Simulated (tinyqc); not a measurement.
# Worked calculation: random telegraph noise from one oxide trap in a small MOSFET

tinyqc, about 0.01 s, one thread, Intel Xeon 2.30GHz (shared host): `OMP_NUM_THREADS=1 python tinyqc.py 2710028 2710029 out.jsonl` Printed values are rounded.

An acceptor-like trap exchanges electrons with the channel. Inversion charge Q = Cox u, u = n Vt W0(exp((Vg - VT)/(n Vt))), W0 the Lambert function, n = nf, Cox = eps0 eox/tox; linear regime Id = (W/L) mu Q Vd. Relative to threshold the surface potential rises by Vt ln(u/u0) and the oxide voltage by the rest of Vg - VT, with u0 = n Vt W0(1).

Values chosen for this exercise; values of the order met in silicon transistors: temperature T = 200 K; relative permittivity of the gate insulator (close to silicon dioxide) eox = 3.9; insulator thickness tox = 2 nm; depth of the trap from the channel interface xt = 0.41 nm; trap level above the channel Fermi level at threshold E0 = 0.14 eV; capture prefactor s0 = 2e-17 cm^2; capture barrier (lattice relaxation) EB = 0.38 eV; tunnelling decay length lt = 0.17 nm; thermal velocity vth = 2.2e7 cm/s; thickness of the inversion layer zi = 2.4 nm; threshold voltage VT = 0.49 V; body factor nf = 1.19; gate width W = 96 nm; gate length L = 66 nm; mobility mu = 190 cm^2/(V s); scattering coefficient of the charged trap asc = 1.9e-16 V s; drain voltage Vd = 0.02 V; gate voltage Vg = 0.87 V.

Constants: q = 1.602176634e-19 C, kB = 1.380649e-23 J/K, Vt = kB T/q, eps0 = 8.8541878128e-14 F/cm where lengths are in cm. Results are converted to the units shown.

Range of the model: VT is taken as given; short-channel effects and the uneven flow of current among few electrons are left out.

## Trap level, time constants and occupancy

N = Cox u/q; dpsi = Vt ln(u/u0); E = E0 - dpsi - (xt/tox)(Vg - VT - dpsi); capture time tc = 1/[(N/zi) vth s0 exp(-xt/lt - EB/Vt)]; emission time te = tc exp(-E/Vt); occupancy te/(tc + te).

u = 0.323433 V
N = 3.48544e12 cm^-2
dpsi = 0.0573097 V
E = 0.0165388 eV
tc = 6.56895 s
te = 2.51616 s
occupancy = 0.276954

The trap lies 0.96 Vt above the Fermi level, so it is empty most of the time.

## Step height

A = W L; threshold step dV = q (1 - xt/tox)/(Cox A); gm/Id = 1/(u + n Vt); relative step dI/I = (gm/Id) dV + asc mu/A. Id as defined.

electrons in the channel N A = 220.837
dV = 1.16434 mV
gm/Id = 2.90746 1/V
number part of dI/I = 0.338527 %
dI/I = 0.395503 %
Id = 3.08659 uA
dI = 12.2076 nA

## Lorentzian spectrum

Spectrum S(f) = 4 dI^2/{(tc + te)[(1/tc + 1/te)^2 + (2 pi f)^2]}; corner fc = (1/tc + 1/te)/(2 pi); variance dI^2 tc te/(tc + te)^2. Give S at f = 0, at fc and at 10 fc.

fc = 0.0874816 Hz
S(0) = 2.17167e-16 A^2/Hz
S(fc) = 1.08584e-16 A^2/Hz
S(10 fc) = 2.15017e-18 A^2/Hz
rms current = 5.46280 nA

The rms value is 0.447 of the step; it reaches its largest share, 1/2, when tc = te.
